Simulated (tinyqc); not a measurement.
Inside a calculation. Method: plane-wave Kohn-Sham cycle with exchange-only LDA in a layered model solid. One step of it, computed by the program tinyqc.

Question. Iteration 1: potential. V_H(G) = 4 pi rho(G)/G^2 for G != 0 (uniform background); v_x = -(3 rho/pi)^(1/3); V = V_ext + V_H + v_x; Fourier components f(G_m) = (1/N) sum_j f(x_j) exp(-i G_m x_j).

A solid whose potential varies along x alone (atomic units):
```
parameter                      value
period a                    7.800000
cross-section of the cell  39.000000
electrons per cell                 2
grid points                       16
plane waves -n..n, n               2
k points                           1
V1 in V1 cos(2 pi x/a)     -0.140000
V2 in V2 cos(4 pi x/a)     -0.150000
```

density at the start, on the grid x_j = j a/N (e/bohr^3): 0.00657462  0.00657462  0.00657462  0.00657462  0.00657462  0.00657462  0.00657462  0.00657462  0.00657462  0.00657462  0.00657462  0.00657462  0.00657462  0.00657462  0.00657462  0.00657462

Give: Potentials on the grid; V(G_m), m = 0, 1, 2, ....

Answer.

Potentials on the grid (hartree):
```
x         V_ext     V_H      v_x        V
0.0000  -0.2900  0.0000  -0.1845  -0.4745
0.4875  -0.2354  0.0000  -0.1845  -0.4199
0.9750  -0.0990  0.0000  -0.1845  -0.2835
1.4625   0.0525  0.0000  -0.1845  -0.1320
1.9500   0.1500  0.0000  -0.1845  -0.0345
2.4375   0.1596  0.0000  -0.1845  -0.0248
2.9250   0.0990  0.0000  -0.1845  -0.0855
3.4125   0.0233  0.0000  -0.1845  -0.1612
3.9000  -0.0100  0.0000  -0.1845  -0.1945
4.3875   0.0233  0.0000  -0.1845  -0.1612
4.8750   0.0990  0.0000  -0.1845  -0.0855
5.3625   0.1596  0.0000  -0.1845  -0.0248
5.8500   0.1500  0.0000  -0.1845  -0.0345
6.3375   0.0525  0.0000  -0.1845  -0.1320
6.8250  -0.0990  0.0000  -0.1845  -0.2835
7.3125  -0.2354  0.0000  -0.1845  -0.4199
```

V(G_m), m = 0, 1, 2, ... (hartree): -0.1845  -0.0700  -0.0750  0.0000  0.0000
